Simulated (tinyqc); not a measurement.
Hopping conduction between localised states: one step, computed by the program tinyqc.

Energies are counted from the Fermi level. A small network shows the mechanism; the laws of an infinite system follow.

Task: Variable-range laws. Mott: T_M = 13.8/(k_B g_0 xi^2), exponent (T_M/T)^(1/3), mean hop r = (1/3) xi times the exponent. Efros-Shklovskii: T_ES = 6.5 e^2/(4 pi eps eps_0 k_B xi), exponent (T_ES/T)^(1/2). Coulomb gap width g_0 (e^2/(4 pi eps eps_0))^2. The numerical coefficients come from percolation theory and are given.

Inputs (values chosen for the exercise, for a model amorphous semiconductor): localisation length xi = 5 nm; density of states g_0 = 7.1e+12 1/(eV cm^2); permittivity eps = 6.5; temperature T = 18 K.

Dimension: 2D.

Constants: k_B = 8.617333262e-05 eV/K; e^2/(4 pi eps_0) = 14.39964548 eV angstrom.

Give: T_M; T_ES; Mott exponent; Efros-Shklovskii exponent; mean hop by the Mott formula; Coulomb gap.

Result:

T_M = 90221 K

T_ES = 3342 K

Mott exponent = 17.11

Efros-Shklovskii exponent = 13.63

mean hop by the Mott formula = 28.52 nm

Coulomb gap = 3.484 meV

The larger exponent, here Mott, is the one that limits; the two are equal at T = 4.59 K, below which the Coulomb gap rules.
